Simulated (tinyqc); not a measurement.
From results back to parameters: sp3s* tight binding. Three cases, with inputs chosen for the exercise.

Problem. For a crystal of one element and without spin-orbit coupling the levels at Gamma are Es -/+ |Vss| and Ep -/+ Vxx, and the upper valence level at X is Ep - Vxy. The levels below come from hidden parameters.

Find: Es, |Vss|, Ep, Vxx, Vxy.

Method. Means give the levels and half the splittings give the couplings; Vxy = Ep - E(X).

Case 1.

s levels at Gamma (eV): -12.6820  0.8940

p levels at Gamma (eV): 0.0040  3.2140

upper valence level at X = -3.2950 eV

Solution.

Es, |Vss|, Ep, Vxx, Vxy (eV): -5.894  6.788  1.609  1.605  4.904

Case 2.

s levels at Gamma (eV): -12.4260  4.0580

p levels at Gamma (eV): 0.0120  3.4360

upper valence level at X = -2.8180 eV

Solution.

Es, |Vss|, Ep, Vxx, Vxy (eV): -4.184  8.242  1.724  1.712  4.542

Case 3.

s levels at Gamma (eV): -27.2720  18.1620

p levels at Gamma (eV): 0.0090  7.6930

upper valence level at X = -7.7910 eV

Solution.

Es, |Vss|, Ep, Vxx, Vxy (eV): -4.555  22.717  3.851  3.842  11.642

Computed by tinyqc, one run a case: `OMP_NUM_THREADS=1 python tinyqc.py N N+1 out.jsonl` with N = 1480002, 1480263, 1480320; one thread of a shared Intel(R) Xeon(R) Processor @ 2.30GHz, about 0.2 s a run at most.
